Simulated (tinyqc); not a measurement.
# From prefactor nu* back to mass M

Model: minimum-mode following (dimer method) and harmonic rate on a two-dimensional model surface. Computed by tinyqc, a small Python program. Command: `OMP_NUM_THREADS=1 python tinyqc.py 3001472 3001473 out.jsonl dimer inv`. One thread of a shared host (Intel(R) Xeon(R) Processor @ 2.30GHz), about 0.1 s of CPU time with the checks.

V(x, y) = h u^2 + t x + (kappa/2)(y + c u)^2 with u = x^2/w^2 - 1; the path runs from the minimum near (-w, 0) to that near (w, 0).

Inputs (values chosen for the exercise, for a model surface):

| quantity | value | unit |
|---|---|---|
| height h | 1.4 | eV |
| half width w | 1.5 | angstrom |
| transverse stiffness kappa | 5 | eV/angstrom^2 |
| curvature c | 0.31 | angstrom |
| tilt t | -0.3 | eV/angstrom |
| temperature T | 150 | K |

Surface: curved double well.

Constants: nu for 1 eV/(angstrom^2 u) = 15.6333042 THz; k_B = 8.617333262e-05 eV/K.

Method:
- Newton steps x(new) = x - H^-1 grad V (moves limited to 0.3 angstrom) from (-w, 0), (w, 0) and (0, c) give the two minima and the saddle.
- Diagonalise the Hessian at the start minimum and at the saddle; nu = 15.6333042 THz x sqrt(|lambda|/M).
- Vineyard prefactor nu* = nu1 nu2 (minimum)/nu2 (saddle); k = nu* exp(-E_b/(k_B T)).

Question. A run gave the result below. Find the mass M, known to lie between 60 and 190 u.

prefactor nu* = 2.988154 THz

Answer.

Each step takes the trial c = (a f_b - b f_a)/(f_b - f_a), f being the result less the target and a, b, c the logarithms of the listed values; c replaces end b, the old b replaces a if the sign of f changed, and otherwise f_a is halved.

Scan of the range:

| mass M (u) | prefactor nu* (THz) |
|---|---|
| 60.0 | 4.20824 |
| 72.7 | 3.82304 |
| 88.1 | 3.47287 |
| 107.0 | 3.15126 |
| 129.0 | 2.87000 |
| 157.0 | 2.60152 |
| 190.0 | 2.36483 |

False position (Illinois rule, in the logarithm of the input) inside the bracket:

| step | end a | end b | trial | prefactor nu* (THz) |
|---|---|---|---|---|
| 1 | 107.000 | 129.000 | 119.255 | 2.98496 |
| 2 | 107.000 | 119.255 | 118.768 | 2.99107 |
| 3 | 119.255 | 118.768 | 119.000 | 2.98815 |
| 4 | 118.768 | 119.000 | 119.000 | 2.98815 |

Prefactor nu* falls at every point of a 13-point scan of the range (every second point is shown), so one value fits; it is bracketed by 107 and 129. The scan shows a pure power law with exponent -0.5000, so scaling from any one row also gives the answer directly. Answer: mass M = 119.0 u.
